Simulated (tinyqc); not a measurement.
Raman shift of the zone-centre optical phonon of a diamond-structure crystal under stress: one step, computed by the program tinyqc. Command: `OMP_NUM_THREADS=1 python tinyqc.py 3020622 3020623 out.jsonl ramanstress walk`. One thread of a shared host (Intel(R) Xeon(R) Processor @ 2.30GHz), about 0.01 s of CPU time with the checks.

Axes x, y, z are the cube axes. Strain shifts the threefold optical mode and can split it; p, q and r are the phonon deformation potentials.

Task: Stress and strain tensors. Hydrostatic stress: sigma_ij = sigma delta_ij. eps_xx = S11 sigma_xx + S12 (sigma_yy + sigma_zz), and cyclic; eps_xy = S44 sigma_xy/2 (tensor strain).

Inputs (values chosen for the exercise, modelled on silicon): stress sigma (tension positive) = 0.26 GPa.

Stress state: hydrostatic. Axis: none.

S44 = 12.58178 1/TPa

S11 = 7.508633 1/TPa

S12 = -2.055254 1/TPa

Give: stress; strain; volume strain.

Result:

stress (GPa):
```
      x     y     z
x  0.26  0.00  0.00
y  0.00  0.26  0.00
z  0.00  0.00  0.26
```

strain (per mille):
```
         x        y        z
x  0.88351  0.00000  0.00000
y  0.00000  0.88351  0.00000
z  0.00000  0.00000  0.88351
```

volume strain = 2.6505 per mille
